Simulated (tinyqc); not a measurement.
From results back to parameters: standing waves and exposure in a photoresist film. Two cases, with inputs chosen for the exercise.

Problem. Bleaching of a resist on an index-matched plate: T(0) = T12 exp(-(A + B) d), T(end) = T12 exp(-B d), T12 = 1 - ((n1 - 1)/(n1 + 1))^2, and the first slope dT/dD = T(0) C A T12 (1 - exp(-(A + B) d))/(A + B). Here d = dT and D is the dose; A, B and C are hidden.

Case 1.

Values chosen (out of a larger set: a resist on Cu, indices near tabulated ones; not measured data): n1 = 1.691 (resist index); dT = 0.866 micrometre (resist thickness on an index-matched plate).

T(0) = 0.611065
T(end) = 0.910109
dT/dD = 0.0070410 cm^2/mJ

Case 2.

Values chosen (out of a larger set: a resist on W, indices near tabulated ones; not measured data): n1 = 1.726 (resist index); dT = 0.296 micrometre (resist thickness on an index-matched plate).

T(0) = 0.724546
T(end) = 0.741908
dT/dD = 0.00025404 cm^2/mJ

Find: A; B; C.

Solution. A = ln(T(end)/T(0))/d, B = ln(T12/T(end))/d, and the slope then gives C.

Case 1.

A = 0.46 1/micrometre
B = 0.03 1/micrometre
C = 0.038 cm^2/mJ

Case 2.

A = 0.08 1/micrometre
B = 0.76 1/micrometre
C = 0.018 cm^2/mJ

Computed by tinyqc, one run a case: `OMP_NUM_THREADS=1 python tinyqc.py N N+1 out.jsonl` with N = 1680184, 1680192; one thread of a shared Intel(R) Xeon(R) Processor @ 2.30GHz, about 0.01 s a run at most.
